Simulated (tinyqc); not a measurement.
Pariser-Parr-Pople SCF with singles CI, for the molecule O=C1C=CC(=O)C=C1 (SMILES; centres numbered as the heavy atoms are written), step by step. Computed by tinyqc, a small Python program that keeps every step. Settings: charge = 0, gamma = Ohno, start = core, damping = 0.5, iteration cap = 66, excitations kept = 4. Command: `OMP_NUM_THREADS=1 python tinyqc.py 28378 28379 out.jsonl` (the two numbers bound the seeds that draw the settings). One thread of a shared host (Intel(R) Xeon(R) Processor @ 2.60GHz), about 0.02 s of CPU time with the checks. Later iterations appear only in the table of the cycle.

## PPP integrals

Centres (angstrom, eV; a flat drawing with bonds scaled to 1.40 angstrom):
```
centre          x          y  core charge z          W   gamma_rr
1O       2.800000   0.000000              1  17.700000  15.200000
2C       1.400000   0.000000              1  11.160000  11.130000
3C       0.700000   1.212000              1  11.160000  11.130000
4C      -0.700000   1.212000              1  11.160000  11.130000
5C      -1.400000   0.000000              1  11.160000  11.130000
6O      -2.800000   0.000000              1  17.700000  15.200000
7C      -0.700000  -1.212000              1  11.160000  11.130000
8C       0.700000  -1.212000              1  11.160000  11.130000
```

Resonance integrals (eV):
```
i  j       beta
1  2  -2.720000
2  3  -2.590000
3  4  -2.590000
4  5  -2.590000
5  6  -2.720000
5  7  -2.590000
7  8  -2.590000
8  2  -2.590000
```

Ohno: gamma = 14.399645/sqrt(R^2 + a^2), a = 2 x 14.399645/(gamma_rr + gamma_ss); H_rr = -W_r - sum_(s != r) z_s gamma_rs; H_rs = beta for bonds.

repulsion gamma_rs (eV), lower triangle:
```
           1O         2C         3C         4C         5C         6O         7C         8C
1O  15.200000
2C   8.105103  11.130000
3C   5.413514   7.554960  11.130000
4C   3.728514   5.239602   7.553862  11.130000
5C   3.317824   4.668463   5.239602   7.554960  11.130000
6O   2.535343   3.317824   3.728514   5.413514   8.105103  15.200000
7C   3.728514   5.239602   4.669500   5.240702   7.554960   5.413514  11.130000
8C   5.413514   7.554960   5.240702   4.669500   5.239602   3.728514   7.553862  11.130000
```

core matrix H (eV), lower triangle:
```
            1O          2C          3C          4C          5C          6O          7C          8C
1O  -49.942324
2C   -2.720000  -52.840514
3C    0.000000   -2.590000  -50.560653
4C    0.000000    0.000000   -2.590000  -50.560653
5C    0.000000    0.000000    0.000000   -2.590000  -52.840514
6O    0.000000    0.000000    0.000000    0.000000   -2.720000  -49.942324
7C    0.000000    0.000000    0.000000    0.000000   -2.590000    0.000000  -50.560653
8C    0.000000   -2.590000    0.000000    0.000000    0.000000    0.000000   -2.590000  -50.560653
```

## Starting guess

pi electrons, sum of z_r less the charge = 8

Orbitals of the core matrix H.

P at the start, lower triangle:
```
           1O         2C         3C         4C         5C         6O        7C        8C
1O   0.687872
2C   0.742262   1.318090
3C  -0.084368   0.403848   0.997019
4C  -0.298003  -0.057166   0.844745   0.997019
5C   0.095477  -0.077639  -0.057166   0.403848   1.318090
6O   0.388149   0.095477  -0.298003  -0.084368   0.742262   0.687872
7C  -0.298003  -0.057166  -0.155255  -0.002981   0.403848  -0.084368  0.997019
8C  -0.084368   0.403848  -0.002981  -0.155255  -0.057166  -0.298003  0.844745  0.997019
```

## Iteration 1: Fock matrix

F_rr = H_rr + P_rr gamma_rr / 2 + sum_(s != r) P_ss gamma_rs; F_rs = H_rs - P_rs gamma_rs / 2; E = tr P (H + F) / 2 + core repulsion sum_(r<s) z_r z_s gamma_rs.

F (eV), lower triangle:
```
           1O         2C         3C         4C         5C         6O         7C         8C
1O  -9.684510
2C  -5.728056  -5.981535
3C   0.228362  -4.115526  -4.447310
4C   0.555554   0.149763  -5.780543  -4.447310
5C  -0.158387   0.181227   0.149763  -4.115526  -5.981535
6O  -0.492046  -0.158387   0.555554   0.228362  -5.728056  -9.684510
7C   0.555554   0.149763   0.362482   0.007812  -4.115526   0.228362  -4.447310
8C   0.228362  -4.115526   0.007812   0.362482   0.149763   0.555554  -5.780543  -4.447310
```

pi energy = -114.148984 eV

## Iteration 1: orbitals and new P

Diagonalise F (the basis is taken as orthonormal) and form P = 2 sum c c over the lowest orbitals; 0.5 of the old P is kept.

orbital energies (eV): -15.643345  -14.611093  -11.112253  -10.598146  -4.635074  0.921176  1.687903  4.869504

P after iteration 1, lower triangle:
```
           1O         2C         3C         4C        5C         6O        7C        8C
1O   0.986349
2C   0.776461   1.078859
3C  -0.045726   0.388049   0.967396
4C  -0.289008   0.029239   0.853291   0.967396
5C  -0.008087  -0.052581   0.029239   0.388049  1.078859
6O   0.345998  -0.008087  -0.289008  -0.045726  0.776461   0.986349
7C  -0.289008   0.029239  -0.146709  -0.032604  0.388049  -0.045726  0.967396
8C  -0.045726   0.388049  -0.032604  -0.146709  0.029239  -0.289008  0.853291  0.967396
```

## Iteration 2: Fock matrix

As before.

F (eV), lower triangle:
```
           1O         2C         3C         4C         5C         6O         7C         8C
1O  -9.933691
2C  -5.866649  -5.778241
3C   0.123768  -4.055848  -5.461672
4C   0.538786  -0.076600  -5.812823  -5.461672
5C   0.013415   0.122736  -0.076600  -4.055848  -5.778241
6O  -0.438612   0.013415   0.538786   0.123768  -5.866649  -9.933691
7C   0.538786  -0.076600   0.342528   0.085434  -4.055848   0.123768  -5.461672
8C   0.123768  -4.055848   0.085434   0.342528  -0.076600   0.538786  -5.812823  -5.461672
```

pi energy = -116.876546 eV

## Iteration 2: orbitals and new P

As before.

orbital energies (eV): -16.182811  -14.911272  -11.702456  -11.541085  -4.422741  0.608246  0.849555  4.032014

P after iteration 2, lower triangle:
```
           1O         2C         3C         4C        5C         6O        7C        8C
1O   1.154379
2C   0.793749   0.934203
3C  -0.022088   0.373459   0.955709
4C  -0.280314   0.073298   0.862856   0.955709
5C  -0.059225  -0.038827   0.073298   0.373459  0.934203
6O   0.313116  -0.059225  -0.280314  -0.022088  0.793749   1.154379
7C  -0.280314   0.073298  -0.137144  -0.044291  0.373459  -0.022088  0.955709
8C  -0.022088   0.373459  -0.044291  -0.137144  0.073298  -0.280314  0.862856  0.955709
```

## Iteration 3: Fock matrix

As before.

F (eV), lower triangle:
```
            1O         2C         3C         4C         5C          6O         7C         8C
1O  -10.096729
2C   -5.936710  -5.638239
3C    0.059787  -4.000734  -6.045488
4C    0.522578  -0.192026  -5.848947  -6.045488
5C    0.098249   0.090631  -0.192026  -4.000734  -5.638239
6O   -0.396928   0.098249   0.522578   0.059787  -5.936710  -10.096729
7C    0.522578  -0.192026   0.320198   0.116058  -4.000734    0.059787  -6.045488
8C    0.059787  -4.000734   0.116058   0.320198  -0.192026    0.522578  -5.848947  -6.045488
```

pi energy = -118.448956 eV

## Iteration 3: orbitals and new P

As before.

orbital energies (eV): -16.521662  -15.073764  -12.330691  -11.766243  -4.332920  0.007598  0.788461  3.577330

P after iteration 3, lower triangle:
```
           1O         2C         3C         4C        5C         6O        7C        8C
1O   1.249375
2C   0.802429   0.846515
3C  -0.007690   0.361440   0.952055
4C  -0.273130   0.095246   0.871189   0.952055
5C  -0.083686  -0.031478   0.095246   0.361440  0.846515
6O   0.289100  -0.083686  -0.273130  -0.007690  0.802429   1.249375
7C  -0.273130   0.095246  -0.128811  -0.047945  0.361440  -0.007690  0.952055
8C  -0.007690   0.361440  -0.047945  -0.128811  0.095246  -0.273130  0.871189  0.952055
```

## Convergence

Stop when output and input P, before any damping, agree to 1e-7.

Course of the cycle:
```
iteration         E (eV)  largest |P(out) - P(in)|
1          -114.14898396                  5.97e-01
2          -116.87654612                  3.36e-01
3          -118.44895625                  1.90e-01
4          -119.31358504                  1.08e-01
5          -119.77683422                  6.60e-02
6          -120.02128361                  4.11e-02
7          -120.14906966                  2.59e-02
8          -120.21546671                  1.64e-02
9          -120.24982719                  1.05e-02
10         -120.26755964                  6.82e-03
11         -120.27669330                  4.45e-03
...                  ...                       ...
34         -120.28635553                  2.22e-06
35         -120.28635554                  1.62e-06
36         -120.28635554                  1.18e-06
37         -120.28635554                  8.60e-07
38         -120.28635554                  6.27e-07
39         -120.28635554                  4.57e-07
40         -120.28635554                  3.33e-07
41         -120.28635554                  2.43e-07
42         -120.28635554                  1.77e-07
43         -120.28635554                  1.29e-07
44         -120.28635554                  9.40e-08
```

Converged in 44 iterations.

## Converged orbitals

Charges are z - P_rr.

orbital energies (eV): -16.986011  -15.261442  -13.202263  -12.122199  -4.251822  -0.767175  0.612444  2.962308

coefficients:
```
         MO1        MO2        MO3        MO4        MO5        MO6        MO7        MO8
1O  0.329406   0.536204   0.000000   0.542103   0.423864   0.000000  -0.312435  -0.181176
2C  0.403372   0.425886   0.000000   0.085927  -0.349196   0.000000   0.574376   0.443490
3C  0.338218   0.124714   0.500000  -0.315230  -0.314962   0.500000  -0.190364  -0.367758
4C  0.338218  -0.124714   0.500000  -0.315230   0.314962  -0.500000  -0.190364   0.367758
5C  0.403372  -0.425886   0.000000   0.085927   0.349196   0.000000   0.574376  -0.443490
6O  0.329406  -0.536204   0.000000   0.542103  -0.423864   0.000000  -0.312435   0.181176
7C  0.338218  -0.124714  -0.500000  -0.315230   0.314962   0.500000  -0.190364   0.367758
8C  0.338218   0.124714  -0.500000  -0.315230  -0.314962  -0.500000  -0.190364  -0.367758
```

pi charges: 1O -0.379798, 2C 0.297058, 3C 0.041370, 4C 0.041370, 5C 0.297058, 6O -0.379798, 7C 0.041370, 8C 0.041370

## Singles CI, singlets

Over the 4 single excitations with the smallest orbital gaps: A = (e_a - e_i) delta + 2 (ia|jb) - (ij|ab), with (pq|rs) = sum c_mp c_mq gamma_mn c_nr c_ns. f = 2/3 w |mu|^2 in atomic units, mu = sqrt2 sum c_ia sum_m c_mi c_ma R_m.

singlet CI matrix (eV), lower triangle:
```
          4>5        3>5       2>5       4>6
4>5  4.881823
3>5  0.000000   3.507469
2>5  0.000000   0.000000  6.809909
4>6  0.000000  -0.274404  0.000000  6.329736
```

singlet excitation energies (eV): 3.481037  4.881823  6.356168  6.809909

oscillator strengths: 0.000000  1.872951  0.000000  0.000000

## Singles CI, triplets

Over the 4 single excitations with the smallest orbital gaps: A = (e_a - e_i) delta - (ij|ab), with (pq|rs) = sum c_mp c_mq gamma_mn c_nr c_ns.

triplet CI matrix (eV), lower triangle:
```
          4>5        3>5       2>5       4>6
4>5  1.616176
3>5  0.000000   2.911285
2>5  0.000000   0.000000  4.593588
4>6  0.000000  -0.871097  0.000000  5.732533
```

triplet excitation energies (eV): 1.616176  2.663997  4.593588  5.979821
